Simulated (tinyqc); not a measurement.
Domain walls in a thin film with perpendicular anisotropy: Bloch, Neel and chiral walls, motion and stripe domains: one step, computed by the program tinyqc.

One-dimensional wall: polar angle theta(x), azimuth phi of the moment in the wall (phi = 0 Neel, 90 degrees Bloch). mu_0 = 1.25663706212e-6 T m/A, gamma = 1.76085963023e11 rad/(s T).

Task: Walker breakdown. Field drive: steady motion v = gamma Delta B/alpha needs B = (alpha/2) [2 B_D sin(phi) - B_K sin(2 phi)] in size, B_K = 2 K_D/M_s, B_D = pi D/(2 M_s Delta), with phi moving from its rest value; the Walker field B_W is the largest value of |B_D sin(phi) - (B_K/2) sin(2 phi)| times alpha, reached at cos(phi) = [d - sqrt(d^2 + 8)]/4, d = B_D/B_K. Far above B_W/alpha, v = gamma Delta B alpha/(1 + alpha^2); this is used for all B above B_W.

Inputs (values chosen for the exercise, for a model film):

| quantity | value | unit |
|---|---|---|
| saturation magnetisation M_s | 1280 | kA/m |
| DMI constant D | 0.15 | mJ/m^2 |
| damping alpha | 0.029 | - |
| field mu_0 H_z | 3.9 | mT |

Drive: magnetic field.

K_D = 36.10690 kJ/m^3

width parameter Delta = 8.177650 nm

Give: B_K; B_D; Walker field B_W; velocity at B_W; velocity at B.

Result:

B_K = 56.417 mT

B_D = 22.510 mT

Walker field B_W = 1.3082 mT

velocity at B_W = 64.955 m/s

velocity at B = 0.16272 m/s

B is above B_W: the wall moment precesses, and the far-field formula is used. Without D, B_W would be alpha B_K/2 = 0.818 mT, so D raises it 1.6 times. Caution: below about 3 B_W/alpha the mean velocity lies above the far-field formula, by a factor of roughly 1 + (B_W/(alpha B))^2/2.
